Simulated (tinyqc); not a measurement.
Effective-mass impurity with a central-cell term, in a basis of Slater functions: one step, computed by the program tinyqc.

The envelope obeys H = -nabla^2 - (2/r) [Z + A exp(-kappa r)] in effective units, with kappa = a*/lambda; positive A deepens the well near the core.

Question. Matrices over the s basis. zeta_i = zeta_1 beta^(i-1), i = 1..n. For s functions exp(-zeta r), with s = zeta_i + zeta_j: S = 2/s^3, T = zeta_i zeta_j S, V = -2 Z/s^2, W = -2 A/(s + kappa)^2; each function is normalised by dividing by sqrt(S_ii S_jj).

Inputs (values chosen for the exercise, for a model semiconductor): charge Z of the core = 1; central-cell strength A = -0.73; basis size n = 4; smallest exponent zeta_1 = 0.46 1/a*; ratio beta of exponents = 3.1.

Impurity: donor, one isotropic band.

kappa = 7.106824 1/a*

Give: exponents; overlap S; kinetic T; Coulomb V; central cell W.

Answer.

exponents (1/a*): [0.46, 1.426, 4.4206, 13.70386]

overlap S:
$$\begin{pmatrix}
1.0000 & 0.6336 & 0.1995 & 0.0446 \\
0.6336 & 1.0000 & 0.6336 & 0.1995 \\
0.1995 & 0.6336 & 1.0000 & 0.6336 \\
0.0446 & 0.1995 & 0.6336 & 1.0000
\end{pmatrix}$$

kinetic T (Ry*):
$$\begin{pmatrix}
0.2116 & 0.41558 & 0.40576 & 0.28090 \\
0.41558 & 2.033476 & 3.9938 & 3.8993 \\
0.40576 & 3.9938 & 19.542 & 38.380 \\
0.28090 & 3.8993 & 38.380 & 187.80
\end{pmatrix}$$

Coulomb V (Ry*):
$$\begin{pmatrix}
-0.92 & -1.1949 & -0.97387 & -0.63114 \\
-1.1949 & -2.852 & -3.7041 & -3.0190 \\
-0.97387 & -3.7041 & -8.8412 & -11.483 \\
-0.63114 & -3.0190 & -11.483 & -27.40772
\end{pmatrix}$$

central cell W (Ry*):
$$\begin{pmatrix}
0.0088226 & 0.038365 & 0.11785 & 0.20429 \\
0.038365 & 0.17075 & 0.55086 & 1.0203 \\
0.11785 & 0.55086 & 1.9835 & 4.3253 \\
0.20429 & 1.0203 & 4.3253 & 12.616
\end{pmatrix}$$
